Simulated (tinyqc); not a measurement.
The same layer on three faces: model-solid line-up of a strained alloy layer on a substrate.

All values of the alloy are linear in x but the gap, Eg(x) = (1 - x) Eg_A + x Eg_B - C x (1 - x), and the valence edge, Ev(x) = (1 - x) Ev_A + x Ev_B + fv C x (1 - x); Ec = Ev + Eg. Ev is the top of the unstrained valence band on a scale common to all materials. In the layer only the Gamma valley of the conduction band is followed, also where an X or L valley would lie lower.

Coherent growth: e_par = (a_s - a)/a. (001): e_perp = -2 (C12/C11) e_par; exx = eyy = e_par, ezz = e_perp, no shear. (111): e_perp = -(2 C11 + 4 C12 - 4 C44)/(C11 + 2 C12 + 4 C44) e_par; exx = eyy = ezz = (2 e_par + e_perp)/3 and exy = eyz = ezx = (e_perp - e_par)/3. (110): e_perp = -(C11 + 3 C12 - 2 C44)/(C11 + C12 + 2 C44) e_par; exx = eyy = (e_par + e_perp)/2, ezz = e_par, exy = (e_perp - e_par)/2, eyz = ezx = 0.

Strained edges: Ec + ac tr(e); the valence edges are Ev plus the levels of the 6 x 6 matrix of X, Y, Z times spin with -Dso/3 + l exx + m (eyy + ezz) on the diagonal (cyclic), n exy off it, l = av + 2 b, m = av - b, n = sqrt(3) d. Spin-orbit term (Dso/3) L.sigma on X, Y, Z with (L_k)_ij = -i epsilon_kij: <X+|H|Y+> = -i Dso/3, <X+|H|Z-> = Dso/3, <Y+|H|Z-> = -i Dso/3, <Z+|H|X-> = -Dso/3, <Z+|H|Y-> = i Dso/3, <X-|H|Y-> = i Dso/3, and their conjugates; + and - are the spin along z.

Values chosen for the exercise (A near InAs, B near AlAs, substrate near InP; shifted at random, so the results belong to these values and not to a real crystal):

| symbol | value | unit | meaning |
|---|---|---|---|
| a | (6.05, 5.662) | angstrom | lattice constant of A, B |
| Eg | (0.416, 3.092) | eV | gap at Gamma to the s-like level of A, B |
| Dso | (0.392, 0.279) | eV | spin-orbit splitting of A, B |
| Ev | (-0.58, -1.34) | eV | top of the unstrained valence band of A, B |
| ac | (-5.06, -5.71) | eV | conduction deformation potential of A, B |
| av | (1, 2.44) | eV | valence hydrostatic potential of A, B |
| b | (-1.83, -2.31) | eV | tetragonal shear potential of A, B |
| d | (-3.55, -3.35) | eV | trigonal shear potential of A, B |
| C11 | (84.3, 123.7) | GPa | of A, B |
| C12 | (44.9, 54.1) | GPa | of A, B |
| C44 | (39.8, 53.5) | GPa | of A, B |
| C | 0.826 | eV | bowing of the gap |
| fv | 0.3 |  | share of the bowing taken by the valence edge |
| a_s | 5.868 | angstrom | substrate |
| x | 0.74 |  | fraction of B |

Composition and substrate are kept.

Cases:

| face |
|---|
| (001) |
| (111) |
| (110) |

Rank the cases by gap (eV), lowest first.

Answer: (111), (110), (001).

Results:

| face | e_perp (%) | tr(e) (%) | shift of Ec (meV) | shift of Ev (meV) | valence splitting (meV) | gap (eV) |
|---|---|---|---|---|---|---|
| (001) | -1.663 | 1.986 | -110.0 | 145.3 | 180.5 | 1.9820 |
| (111) | -1.024 | 2.624 | -145.4 | 126.6 | 128.3 | 1.9654 |
| (110) | -1.161 | 2.487 | -137.8 | 130.4 | 139.3 | 1.9691 |

The layer yields most along the normal on (001) and least on (111), so the volume change, and with it the shift of Ec, is largest on (111). The valence splitting, set by b on (001), by d on (111) and by both on (110), is largest on (001). The gaps span 17 meV, from (111) to (001).

Program tinyqc; command `OMP_NUM_THREADS=1 python tinyqc.py 1080246 1080247 out.jsonl`; about 0.01 s on one thread of a shared Intel(R) Xeon(R) Processor @ 2.30GHz.
